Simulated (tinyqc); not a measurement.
Averaged masses of warped heavy- and light-hole bands: one step. Masses along six directions. Four cases, with inputs chosen for the exercise.

Question. Give s and both masses.

Four-band hole energies E = c k^2 f(u), c = hbar^2/2m0, f = g1 -/+ 2 sqrt(g2^2 + 3 (g3^2 - g2^2) s), s = ux^2 uy^2 + uy^2 uz^2 + uz^2 ux^2 for the unit vector u; minus for heavy, plus for light holes; the mass along u is 1/f.

Give: Masses (m0).

Case 1.

Values chosen (out of a larger set: near those of Ge; not measured data): g1 = 13.38 (Luttinger gamma1); g2 = 4.25 (gamma2); g3 = 5.73 (gamma3).

Answer.

Masses (m0):
```
direction        s   heavy   light
[100]      0.00000  0.2049  0.0457
[110]      0.25000  0.3870  0.0414
[111]      0.33333  0.5208  0.0403
[310]      0.09000  0.2507  0.0439
[311]      0.15702  0.2962  0.0428
[411]      0.10185  0.2579  0.0437
```

The heavy mass grows by a factor of 2.54 from [100] to [111] while the light one shrinks by 12 %; 1/m_heavy + 1/m_light = 2 g1 in every direction.

Case 2.

Values chosen (out of a larger set: near those of Si; not measured data): g1 = 4.24 (Luttinger gamma1); g2 = 0.34 (gamma2); g3 = 1.45 (gamma3).

Answer.

Masses (m0):
```
direction        s   heavy   light
[100]      0.00000  0.2809  0.2033
[110]      0.25000  0.5863  0.1476
[111]      0.33333  0.7463  0.1401
[210]      0.16000  0.4604  0.1585
[211]      0.25000  0.5863  0.1476
[411]      0.10185  0.3937  0.1683
```

The heavy mass grows by a factor of 2.66 from [100] to [111] while the light one shrinks by 31 %; 1/m_heavy + 1/m_light = 2 g1 in every direction.

Case 3.

Values chosen (out of a larger set: near those of Ge; not measured data): g1 = 13.23 (Luttinger gamma1); g2 = 4.29 (gamma2); g3 = 5.74 (gamma3).

Answer.

Masses (m0):
```
direction        s   heavy   light
[100]      0.00000  0.2151  0.0459
[110]      0.25000  0.4163  0.0416
[111]      0.33333  0.5714  0.0405
[210]      0.16000  0.3171  0.0429
[221]      0.29630  0.4914  0.0409
[321]      0.25000  0.4163  0.0416
```

The heavy mass grows by a factor of 2.66 from [100] to [111] while the light one shrinks by 12 %; 1/m_heavy + 1/m_light = 2 g1 in every direction.

Case 4.

Values chosen (out of a larger set: near those of InSb; not measured data): g1 = 34.49 (Luttinger gamma1); g2 = 15.61 (gamma2); g3 = 16.27 (gamma3).

Answer.

Masses (m0):
```
direction        s   heavy   light
[100]      0.00000  0.3058  0.0152
[110]      0.25000  0.4396  0.0150
[111]      0.33333  0.5128  0.0149
[310]      0.09000  0.3439  0.0151
[311]      0.15702  0.3786  0.0151
[411]      0.10185  0.3495  0.0151
```

The heavy mass grows by a factor of 1.68 from [100] to [111] while the light one shrinks by 2 %; 1/m_heavy + 1/m_light = 2 g1 in every direction.

Computed by tinyqc, one run a case: `OMP_NUM_THREADS=1 python tinyqc.py N N+1 out.jsonl` with N = 1051194, 1051324, 1051385, 1051428; one thread of a shared Intel(R) Xeon(R) Processor @ 2.30GHz, about 0.03 s a run at most.
